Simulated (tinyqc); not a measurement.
## On-chip interconnect, size-dependent resistivity and RC delay: course in time

A rectangular line between two neighbours and two ground planes. Surface and grain-boundary scattering are added to the bulk resistivity as corrections; capacitances are parallel-plate values without fringing; inductance is ignored.

5 equal pi sections: series Rs = r Lw/5; node capacitances c Lw/5, halved at nodes 0 and 5, with Cl added to node 5; Rd feeds node 0. Elmore delay of node k: the sum, over the resistors on the path to k, of resistance times all capacitance downstream of it.

A 1 V step is applied behind Rd at t = 0. C dv/dt = -G v + b, with G the conductance matrix of the ladder (1/Rs between neighbours, 1/Rd added at node 0) and b = (1 V/Rd, 0, ...). Trapezoidal step: (C/dt + G/2) v(new) = (C/dt - G/2) v + b. The last column solves the same ladder exactly by its modes.

Inputs (values chosen for the exercise):
- Rd = 17000 ohm (driver resistance)
- dt = 4.1 ps (time step)

Rs = 131.163 ohm

| node | C (fF) |
|---|---|
| 0 | 0.104783 |
| 1 | 0.209566 |
| 2 | 0.209566 |
| 3 | 0.209566 |
| 4 | 0.209566 |
| 5 | 1.30478 |

Voltages (V):

| t (ps) | node 0 | node 2 | node 5 | node 5, exact |
|---|---|---|---|---|
| 4.100 | 0.1406 | 0.1155 | 0.0892 | 0.0941 |
| 8.200 | 0.1900 | 0.1908 | 0.1886 | 0.1843 |
| 12.30 | 0.3029 | 0.2816 | 0.2622 | 0.2654 |
| 16.40 | 0.3435 | 0.3451 | 0.3417 | 0.3386 |
| 20.50 | 0.4348 | 0.4166 | 0.4023 | 0.4044 |
| 24.60 | 0.4677 | 0.4700 | 0.4659 | 0.4637 |
| 28.70 | 0.5420 | 0.5262 | 0.5158 | 0.5170 |
| 32.80 | 0.5682 | 0.5711 | 0.5668 | 0.5651 |
| 36.90 | 0.6291 | 0.6153 | 0.6077 | 0.6084 |
| 41.00 | 0.6495 | 0.6528 | 0.6486 | 0.6474 |
| 45.10 | 0.6998 | 0.6876 | 0.6821 | 0.6825 |
| 49.20 | 0.7153 | 0.7190 | 0.7149 | 0.7141 |

What does the comparison show?

The far end of the ladder reaches 0.5 V at 27.34 ps, 0.695 of its Elmore delay (ln 2 = 0.693 for a single pole); the slowest mode has a time constant of 39.11 ps. The largest error of the trapezoidal steps at that node is 4.9 mV.

Range of the model: The metal width is under the mean free path, where the thick-limit surface term and the simple sum of corrections lose accuracy.

Program tinyqc, `OMP_NUM_THREADS=1 python tinyqc.py 2100122 2100123 out.jsonl`; Intel Xeon 2.30GHz, shared host, one thread, about 0.01 s.
